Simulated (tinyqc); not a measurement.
Tight binding, kagome lattice, step by step. Computed by tinyqc, a small Python program that keeps every step. Settings: t1 = 1.94, t2 = 0.66, delta = 0, bands filled = 1. Command: `OMP_NUM_THREADS=1 python tinyqc.py 22374 22375 out.jsonl` (the two numbers bound the seeds that draw the settings). One thread of a shared host (Intel(R) Xeon(R) Processor @ 2.60GHz), about 0.01 s of CPU time with the checks.

## Bloch Hamiltonian at k

Parameters chosen for this model:

| parameter | value | unit |
|---|---|---|
| t1 | 1.940000 | eV, up triangles |
| t2 | 0.660000 | eV, down triangles |
| delta | 0 | eV on site C |

k point k (fractions of the reciprocal vectors): 0.230000  0.160000

H_AB = -t1 - t2 exp(-i k.a1), H_AC = -t1 - t2 exp(-i k.a2), H_BC = -t1 - t2 exp(i k.(a1 - a2)), H_CC = delta.

H(k) at k (eV), lower triangle (Hermitian):
```
                     A                    B         C
A             0.000000
B  -2.022720-0.654796i             0.000000
C  -2.293646-0.557256i  -2.537186+0.281014i  0.000000
```

## Levels at k

Diagonalise the Hermitian matrix.

eigenvalues (eV): -4.696731  2.096731  2.600000

weights |c|^2 of the basis functions:
```
     band 1    band 2    band 3
A  0.313556  0.620076  0.066368
B  0.332619  0.343693  0.323688
C  0.353825  0.036232  0.609943
```

## Bloch Hamiltonian at K

k point K (fractions of the reciprocal vectors): 0.333333  0.666667

As before.

H(k) at K (eV), lower triangle (Hermitian):
```
                     A                    B         C
A             0.000000
B  -1.610000-0.571577i             0.000000
C  -1.610000+0.571577i  -1.610000-0.571577i  0.000000
```

## Levels at K

As before.

eigenvalues (eV): -3.220000  0.620000  2.600000

weights |c|^2 of the basis functions:
```
     band 1    band 2    band 3
A  0.333333  0.333333  0.333333
B  0.333333  0.333333  0.333333
C  0.333333  0.333333  0.333333
```

## Bands along a path

The same steps at evenly spaced points between the labelled ones.

Bands along the path (eV):

| k | band 1 | band 2 | band 3 |
|---|---|---|---|
| G | -5.200000 | 2.600000 | 2.600000 |
| G-K 0.25 | -4.939153 | 2.339153 | 2.600000 |
| G-K 0.50 | -4.267827 | 1.667827 | 2.600000 |
| G-K 0.75 | -3.528632 | 0.928632 | 2.600000 |
| K | -3.220000 | 0.620000 | 2.600000 |
| K-M 0.25 | -3.276381 | 0.676381 | 2.600000 |
| K-M 0.50 | -3.391068 | 0.791068 | 2.600000 |
| K-M 0.75 | -3.490487 | 0.890487 | 2.600000 |
| M | -3.528632 | 0.928632 | 2.600000 |
| M-K' 0.25 | -3.490487 | 0.890487 | 2.600000 |
| M-K' 0.50 | -3.391068 | 0.791068 | 2.600000 |
| M-K' 0.75 | -3.276381 | 0.676381 | 2.600000 |
| K' | -3.220000 | 0.620000 | 2.600000 |

With 1 band(s) filled, the highest filled level on these points lies at K' and the lowest empty one at K': a gap of 3.8400 eV, direct.
